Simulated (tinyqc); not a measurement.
What moves the results: inter-valley coupling by envelope functions against a chain of atomic planes. A value that a table varies takes the place of the one given here.

Chain: E(phi) = e0 + 2 v cos(phi) + 2 u cos(2 phi), cos(phi0) = -v/(4u), e0 = 2u + v^2/(4u); plane j = 0, 1, ... has the potential V_j = dE x_j + F (j - 30) a/4 (1 MV/m = 1e-4 V/angstrom). There are 30 barrier planes a side; with y = j - 29.5, x_j = xb (f(y) + f(Nw - y)), f(y) = 1/(1 + exp(y/L)), plus any Ge added in the well. The valley splitting is the spacing of the two lowest levels. Envelope theory: F_j solves a one-valley chain with hopping -b and diagonal 2b + V_j, b = 4u sin^2(phi0), sum F_j^2 = 1; the valleys couple by Dv = sum_j F_j^2 V_j exp(-2 i phi0 j) and split by 2|Dv|.

Values chosen for the exercise (near those of the Delta valleys of silicon in a SiGe well; shifted at random, so the results belong to these values and not to a real crystal):

| symbol | value | unit | meaning |
|---|---|---|---|
| a | 5.431 | angstrom | lattice constant; planes lie a/4 apart |
| u | 0.586 | eV | second-neighbour hopping |
| v | 0.506 | eV | nearest hopping |
| Nw | 57 |  | planes in the well |
| L | 0.75 | planes | interface width |
| xb | 0.24 |  | Ge fraction of the barriers |
| dE | 0.57 | eV | offset per unit Ge fraction |
| F | 0 | MV/m | field |
| xs | 0.05 |  | Ge fraction added on that plane |
| xw | 0.014 |  | mean Ge fraction of the wiggle |
| x0 | 6403 |  | start of the number sequence |
| na | 4000 |  | atoms a plane under the dot |
| js | 43 |  | plane j of a Ge spike (the well starts at j = 30) |

## Position of the spike

The spike is moved through the well; position counted from the first well plane, j - 30.

Against position:

| j - 30 | F_j^2, smooth | mean of the doublet (meV) | splitting, chain (micro-eV) | envelope | first order |
|---|---|---|---|---|---|
| 3 | 0.00366 | 5.40 | 183 | 182 | 208 |
| 7 | 0.00835 | 5.52 | 403 | 399 | 476 |
| 11 | 0.01413 | 5.65 | 683 | 679 | 805 |
| 17 | 0.02289 | 5.88 | 1138 | 1135 | 1305 |
| 23 | 0.02919 | 6.07 | 1508 | 1506 | 1664 |
| 28 | 0.03100 | 6.13 | 1624 | 1623 | 1767 |
| 37 | 0.02540 | 5.95 | 1278 | 1275 | 1448 |
| 46 | 0.01263 | 5.62 | 610 | 606 | 720 |
| 54 | 0.00274 | 5.38 | 138 | 137 | 156 |

The splitting is largest at plane 28 among these rows (1624 micro-eV), and the smooth envelope peaks at plane 28, counting all planes; without a spike it is 2.9. Where the splitting exceeds 20 micro-eV the envelope theory lies within 0.9 % of the chain and first order within 18 %.

## A periodic Ge profile (wiggle well)

periods (planes): pi/phi0 1.75667, pi/(pi - phi0) 2.32158

Added fraction xw (1 - cos(2 pi (j - 30)/p)) on the well planes; p = f times the resonant period pi/(pi - phi0). At resonance the estimate is dE xw.

Against period:

| f | p (planes) | mean of the doublet (meV) | splitting, chain (micro-eV) | envelope |
|---|---|---|---|---|
| 0.90 | 2.0894 | 13.14 | 65 | 64 |
| 0.95 | 2.2055 | 12.77 | 1444 | 1497 |
| 0.98 | 2.2751 | 12.89 | 6138 | 6441 |
| 0.99 | 2.2984 | 13.11 | 7403 | 7543 |
| 1.00 | 2.3216 | 13.24 | 7916 | 7901 |
| 1.01 | 2.3448 | 13.13 | 7484 | 7535 |
| 1.02 | 2.3680 | 12.92 | 6347 | 6520 |
| 1.05 | 2.4377 | 12.70 | 2187 | 2184 |
| 1.10 | 2.5537 | 13.09 | 216 | 208 |
| 1.50 | 3.4824 | 13.23 | 8 | 6 |
| 3.00 | 6.9647 | 13.23 | 1 | 1 |

The splitting peaks at f = 1 with 7.92 meV, against the estimate dE xw = 7.98 meV, and is 0.78 and 0.80 of the value at f = 1 two per cent off to either side: the width of the resonance is set by the number of periods under the envelope. At f = 3 it is 1 micro-eV. The chain has one orbital a plane and knows only this resonance; longer periods that work through other bands are outside it.

## Random alloy fluctuations

A uniform fraction x is added on all planes. Each plane j then fluctuates by q sqrt(x_j (1 - x_j)/na) in Ge fraction, q = sqrt12 (z/2147483647 - 1/2) with z(new) = 16807 z mod 2147483647 from x0, restarted for each row; 24 samples. Theory: Dv is a complex Gaussian with sigma^2 = dE^2 sum F_j^4 x_j (1 - x_j)/na, and the mean splitting is sqrt(pi) sigma if the smooth part is negligible.

Splitting (micro-eV):

| x | sigma | sqrt(pi) sigma | mean of 24 | least | largest |
|---|---|---|---|---|---|
| 0.00 | 9.2 | 16.4 | 20.8 | 1.5 | 34.6 |
| 0.01 | 136.9 | 242.6 | 258.9 | 33.7 | 481.8 |
| 0.02 | 192.4 | 341.0 | 366.2 | 48.1 | 689.7 |
| 0.05 | 299.3 | 530.5 | 572.9 | 78.6 | 1089.8 |
| 0.10 | 411.9 | 730.1 | 790.7 | 112.1 | 1511.2 |

Without added Ge the disorder sits in the barriers, where the state is small: mean 20.8 micro-eV, against 2.9 for the smooth well. With 5 % Ge in the well the mean is 573, theory 531, with a statistical error of about 11 % for 24 samples; the miss is +8 %, and since every row reuses one sequence the rows with added Ge miss alike. The spread grows with the mean: at 5 % the samples run from 79 to 1090, so small splittings remain possible. sigma falls as 1/sqrt(na) for larger dots. A chain with one orbital a plane has no Bloch-function factor, which scales all these couplings down in fuller models.

## What each parameter does

Chain with the spike on plane js. Each row changes one parameter from the base and keeps the others.

Results:

| case | level (meV) | splitting (micro-eV) |
|---|---|---|
| base | 5.729 | 835.8 |
| Nw = 63 | 4.773 | 650.9 |
| L = 1.25 planes | 5.939 | 827.7 |
| xb = 0.29 | 5.864 | 833.0 |
| dE = 0.627 eV | 5.832 | 903.8 |
| F = 2 MV/m | 12.954 | 1334.7 |
| js = 46 | 5.843 | 1060.7 |
| xs = 0.065 | 5.830 | 1037.7 |

The largest shifts from the base row, up to three for each result and ties (the steps differ in size, so this ranks the rows, not the parameters). level (meV): F +7.225, Nw -0.956, L +0.210. splitting (micro-eV): F +498.9, js +224.9, xs +202.0.

Computed by tinyqc, a small Python program: `OMP_NUM_THREADS=1 python tinyqc.py 1451935 1451936 out.jsonl` (the numbers bound the seed that draws the inputs); one thread of a shared host (Intel(R) Xeon(R) Processor @ 2.30GHz), about 0.05 s for the whole set of steps.
